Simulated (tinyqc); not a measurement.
Inside a calculation. Method: lattice vibrations of a chain. One step of it, computed by the program tinyqc.

Question. Frequencies. omega^2 are the eigenvalues; wavenumber = 521.4708 sqrt(eigenvalue) 1/cm.

D(q) (eV/(angstrom^2 u)):
```
[[0.567771, -0.324065, 0.000000, 0.000000+0.280351i],
 [-0.324065, 1.128492, -0.468846, 0.000000],
 [0.000000, -0.468846, 0.671001, -0.321176],
 [0.000000-0.280351i, 0.000000, -0.321176, 0.532100]]
```

Give: eigenvalues; wavenumbers; weights |e|^2 of the mass-weighted modes.

Answer.

eigenvalues: [0.047, 0.422, 0.892, 1.538]

wavenumbers (1/cm): [113.4, 338.6, 492.5, 646.8]

weights |e|^2 of the mass-weighted modes, order atom 1, atom 2, atom 3, atom 4:
```
[[0.231, 0.395, 0.286, 0.088],
 [0.116, 0.156, 0.097, 0.631],
 [0.290, 0.283, 0.182, 0.244],
 [0.363, 0.166, 0.434, 0.038]]
```
